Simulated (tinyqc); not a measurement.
Comparisons within one model: conductance of a narrow metal strip with scatterers (square lattice, Green functions). A value that a table varies takes the place of the one given here.

A strip of W sites across with hard walls, site energy 0 and hopping -t. Mode n = 1 to W has profile chi_n(j) = sqrt(2/(W + 1)) sin(n j pi/(W + 1)) and energy en = -2t cos(n pi/(W + 1)); E = en - 2t cos(kn a). With z_n = exp(i kn a) (Im k > 0 for closed modes, |z| < 1) each lead gives the self-energy -t z_n in mode n. One column carries the site energies v, here one foreign atom. In the mode basis V_nm = sum_j chi_n(j) v_j chi_m(j), G = (E - en + 2 t z_n - V)^-1, and t_nm = 2t sqrt(sin(kn a) sin(km a)) G_nm in size for open modes. T = sum |t_nm|^2, conductance (2e^2/h) T.

Constants: e^2/h = 3.874045865e-05 S.

Parameters, chosen for this exercise (hopping and spacing of the size met in Cu or Al; the lattice is a model; shifted at random, so the results belong to these values and not to a real crystal):
- t = 1.44 eV (hopping)
- W = 4 (sites across)
- v = (0, -2.6, 0, 0) eV (site energies in the scattering column)
- a = 2.79 angstrom (spacing)
- E = -3.3 eV (Fermi energy)

## Conductance steps with and without the scatterer

E is varied across the lower half of the band.

Against energy:
```
E/t    E (eV)  open modes       T  reflected
-3.30  -4.752           1  0.5299     0.4701
-2.95  -4.248           1  0.6107     0.3893
-2.65  -3.816           1  0.0084     0.9916
-2.30  -3.312           2  1.5867     0.4133
-1.95  -2.808           2  1.6105     0.3895
-1.65  -2.376           2  1.5421     0.4579
-1.30  -1.872           3  2.3699     0.6301
-0.95  -1.368           3  2.4375     0.5625
-0.65  -0.936           3  2.2584     0.7416
-0.30  -0.432           4  3.2254     0.7746
0.05    0.072           4  3.3441     0.6559
```

The clean strip goes from 1 to 4 open modes. The reflected flux ranges from 0.389 (E/t = -2.95) to 0.992 (E/t = -2.65). A scatterer on one site acts on one combination of modes only, so it can reflect at most one unit.

## The same scatterer in wider strips

Width (W + 1) a; the strength is the entry of v largest in size. The foreign atom sits at site W/2 + 1, rounded down. Added resistance (1/T - 1/M)/(2 e^2/h), M the number of open modes.

Against width:
```
W   width (angstrom)  M       T     T/M  added resistance (ohm)
3               11.2  1  0.6668  0.6668                  6448.5
4               13.9  2  1.5886  0.7943                  1671.3
5               16.7  2  1.4607  0.7303                  2382.8
6               19.5  3  2.4569  0.8190                   951.1
8               25.1  4  3.4261  0.8565                   540.5
10              30.7  4  3.5621  0.8905                   396.7
14              41.9  6  5.4675  0.9112                   209.5
20              58.6  9  8.5081  0.9453                    82.9
```

The added resistance is 6449 ohm at W = 3 and 82.9 at W = 20; from W = 10 to 20 it changes by a factor 0.21, where 1/M gives 0.44 and 1/M^2 gives 0.20. A point scatterer removes at most one unit of M (here 0.33 to 0.57), so its resistance is at most 1/(M (M - 1)) in units of h/2e^2, without bound for M = 1, with jumps where modes open or where the site sits near a node of the open modes; the largest value is at W = 3 (6449 ohm).

## What each change does

Open modes M, T and the added resistance (1/T - 1/M)/(2 e^2/h). Each row changes one parameter from the base and keeps the others.

Results:
```
case                     M       T  added resistance (ohm)
base                     2  1.5886                    1671
t = 1.498 eV             2  1.6310                    1460
E = -3.18 eV             2  1.6029                    1598
v = (0, -3.38, 0, 0) eV  2  1.3870                    2852
```

The largest shifts from the base row, up to three for each result and ties (the steps differ in size, so this ranks the rows, not the parameters). M: unchanged at the printed digits by t, E and v. T: v -0.2016, t +0.0425, E +0.0144. added resistance (ohm): v +1181, t -212, E -73.

Computed by tinyqc, a small Python program: `OMP_NUM_THREADS=1 python tinyqc.py 1482568 1482569 out.jsonl` (the numbers bound the seed that draws the inputs); one thread of a shared host (Intel(R) Xeon(R) Processor @ 2.30GHz), about 0.01 s for the whole set of steps.
